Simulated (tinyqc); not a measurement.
# Gap and mass from two generation rates

Inverse problem. In the two-band model the band-to-band tunnelling rate in a uniform field is G = A F^2 exp(-B/F), with B = pi sqrt(m/C) Eg^1.5/4 (V/nm), A = 1e21 (2 q/h) m Eg/(16 pi C B) for G in cm^-3 s^-1 and F in V/nm, C = hbar^2/(2 m0). Find B, A, Eg and m.

Constants: q = 1.602176634e-19 C, hbar = 1.054571817e-34 J s, h = 6.62607015e-34 J s, m0 = 9.1093837015e-31 kg, hbar^2/(2 m0) = 0.0380998212 eV nm^2. Results are converted to the units shown.

G at F = 0.085 and 0.16 V/nm (cm^-3 s^-1): 1.3832017e22  2.2353184e27

Answer. The slope of ln(G/F^2) against 1/F is -B and the intercept gives A. The product A B fixes m Eg, and B = (pi/4) Eg sqrt(m Eg/C) then gives Eg.

B = 1.95 V/nm
A = 1.66e34 cm^-3 s^-1 (V/nm)^-2
Eg = 1.35 eV
m = 0.0950 m0

tinyqc, about 0.02 s, one thread, Intel Xeon 2.30GHz (shared host): `OMP_NUM_THREADS=1 python tinyqc.py 2620104 2620105 out.jsonl`
